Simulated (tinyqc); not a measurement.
Hall effect and magnetoresistance of several carrier groups with constant relaxation times. From apparent density back to density n1. Computed by tinyqc, a small Python program. Command: `OMP_NUM_THREADS=1 python tinyqc.py 3004319 3004320 out.jsonl hall2 inv`. One thread of a shared host (Intel(R) Xeon(R) Processor @ 2.30GHz), about 0.01 s of CPU time with the checks.

Group 1 has charge -e and group 2 charge -e; s_i is that sign. B lies along z; mu B is formed with mu in m^2/(V s).

Inputs (values chosen for the exercise, for a model conductor):

| quantity | value | unit |
|---|---|---|
| mobility mu1 | 110000 | cm^2/(V s) |
| density n2 | 4.8e+18 | 1/cm^3 |
| mobility mu2 | 13000 | cm^2/(V s) |
| magnetic field B | 8.1 | T |

Carriers: two electron groups. Densities: per volume.

Constants: e = 1.602176634e-19 C.

Method. sigma_xx = sum n_i e mu_i/(1 + mu_i^2 B^2); sigma_xy = sum s_i n_i e mu_i^2 B/(1 + mu_i^2 B^2). rho_xx = sigma_xx/(sigma_xx^2 + sigma_xy^2); Hall coefficient R_H = sigma_xy/(B (sigma_xx^2 + sigma_xy^2)), with B in V s/cm^2 (1 T = 1e-4 V s/cm^2); magnetoresistance MR = rho_xx(B)/rho_xx(0) - 1. Apparent density 1/(e |R_H|); Hall mobility |R_H|/rho_xx.

Problem. A run gave the result below. Find the density n1, known to lie between 9.7e+17 and 1.5e+18 1/cm^3.

apparent density = 5.986312e+18 1/cm^3

Solution.

Each step takes the trial c = (a f_b - b f_a)/(f_b - f_a), f being the result less the target and a, b, c the logarithms of the listed values; c replaces end b, the old b replaces a if the sign of f changed, and otherwise f_a is halved.

Scan of the range:

| density n1 (1/cm^3) | apparent density (1/cm^3) |
|---|---|
| 9.70e+17 | 5.76435e+18 |
| 1.04e+18 | 5.83402e+18 |
| 1.12e+18 | 5.91364e+18 |
| 1.21e+18 | 6.00324e+18 |
| 1.30e+18 | 6.09284e+18 |
| 1.39e+18 | 6.18246e+18 |
| 1.50e+18 | 6.29200e+18 |

False position (Illinois rule, in the logarithm of the input) inside the bracket:

| step | end a | end b | trial | apparent density (1/cm^3) |
|---|---|---|---|---|
| 1 | 1.12000e+18 | 1.21000e+18 | 1.19246e+18 | 5.98578e+18 |
| 2 | 1.21000e+18 | 1.19246e+18 | 1.19300e+18 | 5.98631e+18 |
| 3 | 1.21000e+18 | 1.19300e+18 | 1.19300e+18 | 5.98632e+18 |
| 4 | 1.19300e+18 | 1.19300e+18 | 1.19300e+18 | 5.98631e+18 |

Apparent density rises at every point of a 13-point scan of the range (every second point is shown), so one value fits; it is bracketed by 1.12e18 and 1.21e18. Answer: density n1 = 1.193e18 1/cm^3.
